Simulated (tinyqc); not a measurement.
Haynes-Shockley experiment: drift, diffusion and decay of a minority-carrier pulse: one step, computed by the program tinyqc. Command: `OMP_NUM_THREADS=1 python tinyqc.py 3111914 3111915 out.jsonl haynes walk`. One thread of a shared host (Intel(R) Xeon(R) Processor @ 2.30GHz), about 0.01 s of CPU time with the checks.

A thin sheet of excess carriers is made at x = 0, t = 0 in a long uniform bar; injection is low, so the pulse moves with the minority mobility.

Question. Two distances. dn(x, t) = N0/sqrt(4 pi D t) exp(-(x - v t)^2/(4 D t) - t/tau). At fixed x the signal peaks where d ln(dn)/dt = 0: a t^2 + t/2 - x^2/(4 D) = 0 with a = v^2/(4 D) + 1/tau. Differences remove part of the bias: mu = (d2 - d)/(F (t_p2 - t_p)). The time-integrated signal is A(x) = (N0/u) exp(x (v - u)/(2 D)), u = sqrt(v^2 + 4 D/tau); the simple lifetime is tau = (t_p2 - t_p)/ln(A(d)/A(d2)).

Inputs (values chosen for the exercise, modelled on electrons in p-type silicon in a lightly doped bar):
```
quantity,value,unit
lifetime tau,5.8,microsecond
temperature T,300,K
field F,15,V/cm
distance d to the collector,0.6,cm
second distance d2,0.88,cm
```

drift velocity v = 19950 cm/s

D = 34.38316 cm^2/s

time of the peak t_p = 29.13599 microsecond

Give: t_p2; mobility from two distances; area ratio A(d)/A(d2); lifetime from areas.

Answer.

t_p2 = 42.77 microsecond

mobility from two distances = 1369 cm^2/(V s)

area ratio A(d)/A(d2) = 10.86

lifetime from areas = 5.717 microsecond
